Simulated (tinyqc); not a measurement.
Position of the support ring: thermal and gravitational stress in a wafer during furnace and rapid thermal processing, and the onset of slip. Computed by tinyqc, a small Python program. Command: `OMP_NUM_THREADS=1 python tinyqc.py 3016494 3016495 out.jsonl slip walk`. One thread of a shared host (Intel(R) Xeon(R) Processor @ 2.30GHz), about 0.01 s of CPU time with the checks.

A thin free disc in plane stress, isotropic; T(r) = T_centre + dT (r/R)^n with n = 2. Stress is positive in tension; sigma_SB = 5.670374419e-8 W/(m^2 K^4), g = 9.80665 m/s^2.

Inputs (values chosen for the exercise, modelled on silicon):
```
quantity          value        unit
wafer radius R      225          mm
thickness t         925  micrometre
Poisson ratio nu   0.24           -
density rho        2330      kg/m^3
```

Method. Own weight q = rho g t on a ring of radius b R, x = r/R: moments of an edge-supported plate, M_r = q R^2 (3 + nu)(1 - x^2)/16 and M_t = q R^2 [(3 + nu) - (1 + 3 nu) x^2]/16, less the uniform moment inside the ring load, q R^2 [(1 - nu)(1 - b^2) - 2 (1 + nu) ln b]/8; stress at the lower face = 6 M/t^2.

Stress at the lower face (MPa):
```
b      centre  radial at ring  hoop at ring  largest in size
0.40  -1.2107         -1.4538       -1.3397           1.4538
0.50  -0.6275         -1.0073       -0.8291           1.0073
0.60  -0.1250         -0.6720       -0.4154           0.6720
0.65   0.1058         -0.5362       -0.2350           0.5362
0.70   0.3262         -0.4183       -0.0690           0.4183
0.75   0.5384         -0.3163        0.0847           0.5384
0.80   0.7438         -0.2287        0.2275           0.7438
0.90   1.1389         -0.0918        0.4856           1.1389
1.00   1.5194          0.0000        0.7128           1.5194
```

What does the comparison show, and why?

Among these rows the largest stress is least, 0.418 MPa, for a ring at 0.7 R, 3.6 times below edge support: the overhang balances the sag of the centre. All values scale as R^2/t.

Extremes, crossings and ranges named in words are read from the listed rows.
